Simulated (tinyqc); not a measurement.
Inside a calculation. Method: Hubbard chain of 6 sites. One step of it, computed by the program tinyqc.

Task: Mean-field iteration 1. H(up) = T + U n(down), H(down) = T + U n(up); fill the lowest levels; n(new) = n + mixing (n(out) - n); E = tr T (rho up + rho down) + U sum n_up n_down of the output.

one-body matrix (hopping and site energies) (eV), lower triangle:
```
           1          2          3          4          5          6
1  -0.640000
2  -1.070000  -0.350000
3   0.000000  -1.070000  -0.920000
4   0.000000   0.000000  -1.070000   0.210000
5   0.000000   0.000000   0.000000  -1.070000  -0.740000
6   0.000000   0.000000   0.000000   0.000000  -1.070000  -0.850000
```

U = 6.000000 eV

electrons, up and down: 3  3

mixing = 1

n(up) at the start (a guess, not normalised): 1 0.800000, 2 0.200000, 3 0.800000, 4 0.200000, 5 0.800000, 6 0.200000

n(down) at the start (a guess): 1 0.200000, 2 0.800000, 3 0.200000, 4 0.800000, 5 0.200000, 6 0.800000

Give: levels, up; levels, down; energy; n(up) after iteration 1; n(down) after iteration 1.

Result:

levels, up (eV): -0.3762  0.0407  0.4206  4.1861  4.8800  5.5588

levels, down (eV): -0.0501  0.1803  0.9646  4.0975  4.5627  4.9550

energy = -4.9786 eV

n(up) after iteration 1: 1 0.9457, 2 0.0964, 3 0.9221, 4 0.0717, 5 0.8989, 6 0.0652

n(down) after iteration 1: 1 0.0680, 2 0.8725, 3 0.1410, 4 0.8459, 5 0.1282, 6 0.9444
